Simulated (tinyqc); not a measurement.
Inside a calculation. Method: one-electron ion in a basis of Gaussians. Computed by tinyqc, a small Python program that keeps every step. Settings: Z = 6, l = 0. Command: `OMP_NUM_THREADS=1 python tinyqc.py 26643 26644 out.jsonl` (the two numbers bound the seeds that draw the settings). One thread of a shared host (Intel(R) Xeon(R) Processor @ 2.60GHz), about 0.01 s of CPU time with the checks.

## Matrices over normalised Gaussians

exponents of r^l exp(-a r^2) (1/bohr^2): 1.729000  7.465000  32.240000  139.200000  601.200000  2596.000000  11210.000000

Z = 6

l = 0

With p = a_i + a_j and I(k) = Gamma((k+1)/2) / (2 p^((k+1)/2)): S = I(2l+2), T = (2l+3) a_i a_j S / p, V = -Z I(2l+1), each divided by sqrt(S_ii S_jj).

S, lower triangle:
```
          1         2         3         4         5         6         7
1  1.000000
2  0.690887  1.000000
3  0.291450  0.690790  1.000000
4  0.103305  0.291445  0.690880  1.000000
5  0.034975  0.103279  0.291439  0.690779  1.000000
6  0.011715  0.034972  0.103293  0.291420  0.690849  1.000000
7  0.003914  0.011713  0.034976  0.103283  0.291456  0.690838  1.000000
```

T (hartree), lower triangle:
```
          1          2          3           4            5            6             7
1  2.593500
2  2.909701  11.197500
3  1.434802  12.561651  48.360000
4  0.529267   6.194708  54.255756  208.800000
5  0.180894   2.284577  26.753281  234.235160   901.800000
6  0.060723   0.780948   9.867979  115.503567  1011.714892  3894.000000
7  0.020297   0.262145   3.373147   42.602159   498.912302  4368.573046  16815.000000
```

V (hartree), lower triangle:
```
            1           2           3            4            5            6             7
1  -12.589799
2  -14.182912  -26.159908
3  -11.500350  -29.469634  -54.364929
4   -8.302839  -23.896077  -61.244183  -112.964224
5   -5.814275  -17.250813  -49.659955  -127.256082  -234.763618
6   -4.042334  -12.080932  -35.851809  -103.185853  -264.468678  -487.835782
7   -2.805622   -8.399108  -25.107238   -74.493725  -214.449836  -549.561322  -1013.734236
```

## Generalised eigenproblem

H = T + V (hartree), lower triangle:
```
            1           2           3           4           5            6             7
1   -9.996299
2  -11.273211  -14.962408
3  -10.065548  -16.907983   -6.004929
4   -7.773571  -17.701368   -6.988427   95.835776
5   -5.633381  -14.966236  -22.906674  106.979078  667.036382
6   -3.981611  -11.299984  -25.983830   12.317714  747.246214  3406.164218
7   -2.785325   -8.136963  -21.734091  -31.891566  284.462466  3819.011724  15801.265764
```

Solve H C = S C e through S^(-1/2); each column has its largest component positive (the first on a tie).

eigenvalues of S: 0.065771  0.132830  0.283707  0.584857  1.126891  1.951989  2.853955

eigenvalues (hartree): -17.980149  -3.597360  27.731237  220.286352  1164.129578  5504.797628  25708.630695

coefficients:
```
          1          2          3          4          5          6          7
1  0.129538   1.315022  -0.677157  -0.231426   0.092359  -0.039541   0.017122
2  0.661107  -0.779620   1.694348   0.749856  -0.300312   0.127597  -0.055083
3  0.293274  -0.142108  -1.437446  -1.575091   0.726768  -0.307159   0.131464
4  0.054556  -0.034548   0.027765   1.612806  -1.494327   0.701567  -0.297513
5  0.009935  -0.004074  -0.034556  -0.131748   1.656069  -1.443683   0.668668
6  0.001426  -0.000919   0.001541   0.034303  -0.173897   1.644681  -1.360561
7  0.000321  -0.000136  -0.000989  -0.003069   0.029190  -0.152314   1.498059
```

For Z = 6 and l = 0 the exact lowest level is -Z^2/(2 n^2) with n = l + 1: -18.000000 hartree.
